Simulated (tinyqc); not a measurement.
Long-channel MOSFET, surface-potential model: effect of the insulator thickness.

n-channel transistor on a uniformly doped p-type body, gradual-channel approximation, constant mobility, Boltzmann statistics, full ionisation. Potentials are counted from the neutral body; V is the electron quasi-Fermi potential, Vsb at the source and Vsb + Vds at the drain. Charges are magnitudes per area.

ni = sqrt(Nc Nv) exp(-Eg/(2 Vt)), Eg in volts; phiF = Vt ln(Na/ni); Cox = eps0 eox/tox; gamma = sqrt(2 q eps0 eps_r Na)/Cox. The surface potential psi at channel potential V solves Vgs + Vsb - Vfb - psi = gamma sqrt(G), G = psi - Vt + Vt exp((psi - 2 phiF - V)/Vt). Charge sheet: Qi = Cox gamma [sqrt(G) - sqrt(psi - Vt)]; I = mu (W/L) [integral of Qi dpsi from psi_0 to psi_L (drift) + Vt (Qi0 - QiL) (diffusion)], with psi_0 at V = Vsb and psi_L at V = Vsb + Vds. VT = Vfb + 2 phiF + gamma sqrt(2 phiF + Vsb), m = 1 + gamma/(2 sqrt(2 phiF + Vsb)). The swing is 20 mV/log10[I(VT - 0.14 V)/I(VT - 0.16 V)] of the charge-sheet current at the given Vds.

Inputs (values chosen for the exercise); material values those of a made-up semiconductor:
- T = 293 K (temperature)
- Eg = 3.88 eV (band gap)
- eps_r = 9.95 (relative permittivity of the semiconductor)
- Nc = 2.85e18 cm^-3 (conduction-band density of states at T)
- Nv = 3.5e19 cm^-3 (valence-band density of states at T)
- Na = 2.2e16 cm^-3 (acceptor density of the body)
- eox = 7.62 (relative permittivity of the gate insulator)
- Vfb = -1.84 V (flat-band voltage)
- mu = 490 cm^2/(V s) (channel mobility)
- W = 20 um (gate width)
- L = 5 um (gate length)
- Vsb = 0 V (source-body reverse bias)
- Vgs = 2.74 V (gate-source voltage)
- Vds = 0.05 V (drain-source voltage)

Constants: q = 1.602176634e-19 C, kB = 1.380649e-23 J/K, Vt = kB T/q, eps0 = 8.8541878128e-14 F/cm where lengths are in cm. Results are converted to the units shown.

Result of one run:
```
gamma (V^0.5)  VT (V)      m  swing (mV/decade)  I at Vgs, Vds (uA)
0.3738          2.437  1.099              64.28               3.250
```

Which insulator thickness tox gave this result: 13, 24, 32 or 43 nm?

tox = 32 nm.

The whole series:
```
tox (nm)  gamma (V^0.5)  VT (V)      m  swing (mV/decade)  I at Vgs, Vds (uA)
13               0.1518   2.018  1.040              60.76               25.72
18               0.2103   2.128  1.056              61.69               15.26
24               0.2803   2.261  1.074              62.80               8.371
32               0.3738   2.437  1.099              64.28               3.250
43               0.5023   2.680  1.133              66.31              0.1382
58               0.6775   3.011  1.179              69.08            3.077e-6
78               0.9111   3.453  1.241              72.79           4.845e-12
```

As tox goes from 13 to 78 nm, VT rises from 2.02 to 3.45 V, the swing rises from 60.8 to 72.8 mV a decade and the current falls from 25.7 to 4.84e-12 uA. The swing is 0.48 % above m Vt ln 10 in the first row and 0.88 % above it in the last. The gate voltage is below VT in 2 of the 7 rows. For tox = 13 to 32 nm the surface electron density at the source passes 0.3 Nc, where degeneracy and quantisation, left out here, matter.

Computed by the program tinyqc: `OMP_NUM_THREADS=1 python tinyqc.py 2360003 2360004 out.jsonl`, one thread of a shared Intel Xeon 2.30GHz, about 0.03 s for the whole run.
